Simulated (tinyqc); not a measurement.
## Undoped gate-all-around wire MOSFET, analytic charge model: effect of the temperature

An undoped round wire of radius R under an insulator shell and a surrounding gate; long channel, electrons only, n = ni exp((psi - V)/Vt) with V the quasi-Fermi potential (0 at the source, Vd at the drain), constant mobility, no quantisation. The radial Poisson equation gives n(r) = n(0)/(1 - (1 - b) r^2/R^2)^2 with b = Q0/(Q + Q0). Q is the electron charge per area of the wire surface.

Nc and Nv are given at 300 K and scale as (T/300 K)^1.5; Eg and mu are held fixed. ni = sqrt(Nc Nv) exp(-Eg/(2 Vt)), Eg in volts; Cox = eps0 eox/(R ln(1 + tox/R)); Q0 = 4 eps0 eps_r Vt/R; V0 = dphi + Vt ln[8 eps0 eps_r Vt/(q ni R^2)]. Q solves Vg - V0 - V = Q/Cox + Vt ln(Q/Q0) + Vt ln(1 + Q/Q0). I = mu (2 pi R/L)[2 Vt (Qs - Qd) + (Qs^2 - Qd^2)/(2 Cox) + Vt Q0 ln((Qd + Q0)/(Qs + Q0))], with Qs at V = 0 and Qd at V = Vd.  I(low) is taken at Vg = -0.15 V, Qs and I(high) at Vg = 0.6 V.

Parameters, values chosen for the exercise; material values close to those of germanium: band gap Eg = 0.652 eV; relative permittivity of the semiconductor eps_r = 16.3; conduction-band density of states at the reference temperature Nc = 1.02e19 cm^-3; valence-band density of states at the reference temperature Nv = 5.91e18 cm^-3; relative permittivity of the gate insulator eox = 26.1; insulator thickness tox = 8.4 nm; wire radius R = 20 nm; gate work function less that of the intrinsic body dphi = -0.15 V; channel mobility mu = 690 cm^2/(V s); gate length L = 2 um; drain voltage Vd = 0.1 V.

Constants: q = 1.602176634e-19 C, kB = 1.380649e-23 J/K, Vt = kB T/q, eps0 = 8.8541878128e-14 F/cm where lengths are in cm. Results are converted to the units shown.

Effect of the temperature:
```
T (K)   V0 (V)  I(low) (nA)  Qs(high) (nC/cm^2)  I(high) (uA)
220     0.1256     2.174e-5                1177         4.461
250     0.1173     2.346e-4                1170         4.440
280     0.1089     0.001566                1165         4.429
310     0.1004     0.007406                1163         4.426
340    0.09173      0.02712                1162         4.430
370    0.08295      0.08166                1163         4.441
400    0.07406       0.2109                1165         4.457
430    0.06507       0.4817                1168         4.477
```

What does the comparison show?

As T goes from 220 to 430 K, I(low) rises from 2.17e-5 to 0.482 nA and I(high) goes from 4.46 through a minimum of 4.43 (at T = 310 K among the rows listed) to 4.48 uA. V0 falls from 0.126 to 0.0651 V. In every row the surface density at the source at the higher gate voltage passes 0.3 Nc, where Boltzmann statistics fail. In every row the mobility is held fixed, though a real one changes with T.

tinyqc, about 0.02 s, one thread, Intel Xeon 2.30GHz (shared host): `OMP_NUM_THREADS=1 python tinyqc.py 2460123 2460124 out.jsonl`
